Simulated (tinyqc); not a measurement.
What moves the results: six-band Luttinger-Kohn model with strain. A value that a table varies takes the place of the one given here.

Six-band Luttinger-Kohn model in the basis |3/2,3/2>, |3/2,1/2>, |3/2,-1/2>, |3/2,-3/2>, |1/2,1/2>, |1/2,-1/2>, electron energies, zero at the top of the unstrained valence band. H = -[rows: (P+Q, -S, R, 0, -S/r2, r2 R); (-S*, P-Q, 0, R, -r2 Q, r32 S); (R*, 0, P-Q, S, r32 S*, r2 Q); (0, R*, S*, P+Q, -r2 R*, -S*/r2); (-S*/r2, -r2 Q, r32 S, -r2 R, P+Dso, 0); (r2 R*, r32 S*, r2 Q, -S/r2, 0, P+Dso)], r2 = sqrt(2), r32 = sqrt(3/2). Levels are twofold.

P = c g1 k^2 - av tr(e); Q = c g2 (kx^2 + ky^2 - 2 kz^2) - (b/2)(exx + eyy - 2 ezz); R = c sqrt3 [-g2 (kx^2 - ky^2) + 2i g3 kx ky] + (sqrt3/2) b (exx - eyy) - i d exy; S = 2 c sqrt3 g3 (kx - i ky) kz - d (exz - i eyz); c = hbar^2/2m0, e the strain tensor (not engineering shear).

s11 = (C11 + C12)/((C11 - C12)(C11 + 2 C12)), s12 = -C12/((C11 - C12)(C11 + 2 C12)), s44 = 1/C44; exx = s11 sxx + s12 (syy + szz) and cyclic, exy = s44 sxy/2; tension is positive. A uniaxial stress X along the unit vector n is s_ij = X n_i n_j.

Constants: hbar^2/2m0 = 3.80998211 eV angstrom^2.

Parameters, chosen for this exercise (near those of InSb; not measured data): Dso = 0.785 eV (spin-orbit splitting); g1 = 35.25 (Luttinger gamma1); g2 = 15.38 (gamma2); g3 = 16.45 (gamma3); av = 0.35 eV (valence hydrostatic potential); b = -2.04 eV (tetragonal shear potential); d = -4.88 eV (trigonal shear potential); C11 = 66.6 GPa; C12 = 37.6 GPa; C44 = 32.2 GPa; load = uniaxial [001] (kind of stress); X1 = 1.5 GPa (size of the stress); E_h = 15 meV (hole energy below the top); X = -0.63 GPa (stress).

## Sweep of a uniaxial [001] stress

Edges at k = 0 and curvature masses of the top pair along [100] and [001] (step 0.0002 1/angstrom); at zero stress the top is fourfold and has no single curvature.

Edges and masses:
```
X (GPa),top (eV),second (eV),third (eV),splitting (meV),m [100],m [001]
-3.00,0.2862,-0.2184,-0.8750,504.6,0.102,0.012
-2.00,0.1767,-0.1456,-0.8309,322.3,0.084,0.012
-1.00,0.0793,-0.0728,-0.7989,152.1,0.066,0.013
0.00,0.0000,0.0000,-0.7850,0.0,-,-
1.00,0.0728,-0.0543,-0.7961,127.1,0.020,0.223
2.00,0.1456,-0.0793,-0.8366,224.9,0.020,0.223
3.00,0.2184,-0.0766,-0.9047,295.0,0.020,0.223
```

The splitting reaches 504.6 meV under compression and 295.0 meV under the same tension; linear shear terms alone would make the two equal, and the difference comes from the coupling to the split-off band. At the ends of the sweep the top pair has a mass along [100] of 0.102 under compression and 0.020 under tension, so tension gives the lighter holes along [100]; along [001] it has 0.012 and 0.223. The top edge itself moves by +286 and +218 meV. The ends of the sweep mean strains up to 7.6 %, beyond the range of linear deformation potentials.

## Which stress helps holes along [110]

Each load has size X1 (biaxial: sxx = syy); masses are curvatures of the top pair at k = 0.

Results:
```
load,splitting (meV),top edge (meV),m [110],m [001]
"uniaxial [110], compression",165.8,86.2,0.013,0.087
"uniaxial [110], tension",142.1,82.9,0.248,0.016
"uniaxial [100], compression",235.4,126.2,0.022,0.075
"uniaxial [100], tension",179.7,109.2,0.036,0.020
"uniaxial [111], compression",141.3,71.9,0.018,0.028
"uniaxial [111], tension",119.5,69.3,0.053,0.028
"biaxial (001), compression",179.7,98.1,0.020,0.223
"biaxial (001), tension",235.4,137.3,0.075,0.013
```

The lightest mass along [110] (0.013) comes with uniaxial [110], compression. The largest splitting (235.4 meV) comes with uniaxial [100], compression; biaxial (001), tension. The heaviest mass along [001] (0.223), which lowers the confinement energy in a (001) channel, comes with biaxial (001), compression. The splitting per GPa follows b (s11 - s12) for loads along cube axes and d s44 for [111]: here 2 |b| (s11 - s12) = 140.7 and |d| s44/sqrt3 = 87.5 meV per GPa in the limit of large Dso; where the splitting nears Dso, mixing with the split-off band makes it depend on the sign of the load.

## Warping of the constant-energy contours (six-band Luttinger-Kohn model)

No strain (e = 0). In the plane kz = 0, |k| where the top and second pairs lie E_h below the top, against the angle from [100]; m = c k^2/E_h.

Contours:
```
angle (degrees),k top (1/angstrom),k second (1/angstrom),m top (m0),m second (m0)
0,0.0296,0.0078,0.223,0.015
9,0.0301,0.0077,0.231,0.015
18,0.0317,0.0077,0.255,0.015
27,0.0340,0.0077,0.293,0.015
36,0.0362,0.0077,0.333,0.015
45,0.0372,0.0077,0.351,0.015
```

The heavy contour reaches 1.256 times as far along [110] as along [100], the light one 0.988 times. The warping follows g3 - g2 = 1.07 and would vanish for g2 = g3. Along [100] the heavy mass is 1/(g1 - 2 g2) = 0.223 at any energy, while the light one is 0.0153, against 1/(g1 + 2 g2) = 0.0151 at the edge, for E_h/Dso = 0.02.

## What each parameter does

Edges at k = 0 under a uniaxial [001] stress X and the curvature mass of the top pair along [100] (step 0.0002 1/angstrom). Each row changes one parameter from the base and keeps the others.

Results:
```
case,top (eV),second (eV),third (eV),mass (m0)
base,0.0475,-0.0459,-0.7913,0.060
g1 = 28.2,0.0475,-0.0459,-0.7913,0.104
av = 0.42 eV,0.0472,-0.0462,-0.7916,0.060
g2 = 18.456,0.0475,-0.0459,-0.7913,0.077
C44 = 25.76 GPa,0.0475,-0.0459,-0.7913,0.060
d = -3.904 eV,0.0475,-0.0459,-0.7913,0.060
X = -0.756 GPa,0.0580,-0.0550,-0.7936,0.062
Dso = 0.942 eV,0.0467,-0.0459,-0.9475,0.058
```

The largest shifts from the base row, up to three for each result and ties (the steps differ in size, so this ranks the rows, not the parameters). top (eV): X +0.0105, Dso -0.0007, av -0.0003; unchanged at the printed digits by g1, g2, C44 and d. second (eV): X -0.0092, av -0.0003; unchanged at the printed digits by g1, g2, C44, d and Dso. third (eV): Dso -0.1563, X -0.0023, av -0.0003; unchanged at the printed digits by g1, g2, C44 and d. mass (m0): g1 +0.044, g2 +0.017, X +0.002, Dso -0.002; unchanged at the printed digits by av, C44 and d. The Luttinger parameters multiply k^2 and cannot move the edges; av shifts all edges alike and leaves the mass.

Computed by tinyqc, a small Python program: `OMP_NUM_THREADS=1 python tinyqc.py 1081198 1081199 out.jsonl` (the numbers bound the seed that draws the inputs); one thread of a shared host (Intel(R) Xeon(R) Processor @ 2.30GHz), about 0.07 s for the whole set of steps.
